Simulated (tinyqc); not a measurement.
# Film and buried-oxide thickness from two coupling ratios

Inverse problem. In a depleted film -dVT/dVb is k1 = Cs Cbox/(Cox (Cs + Cbox)) for a front channel and k2 = Cbox (Cox + Cs)/(Cox Cs) for a back channel, with Cox = eps0 eox/tox, Cs = eps0 eps_r/ts, Cbox = 3.9 eps0/tb. Find ts and tb.

Parameters, values chosen for the exercise; band and dielectric values close to those of In0.53Ga0.47As: relative permittivity eps_r = 14.1; relative permittivity of the gate insulator (close to silicon dioxide) eox = 3.9; insulator thickness tox = 4.8 nm.

coupling ratios for a front and a back channel: [0.235, 0.57659574]

Answer. With y = Cox/Cs and z = Cox/Cbox, 1/k1 = y + z and k2 = (1 + y)/z, so y = (k2/k1 - 1)/(1 + k2); the thicknesses follow from y and z.

ts = 16.00 nm
tb = 16.00 nm

Program tinyqc, `OMP_NUM_THREADS=1 python tinyqc.py 2190027 2190028 out.jsonl`; Intel Xeon 2.30GHz, shared host, one thread, about 0.3 s.
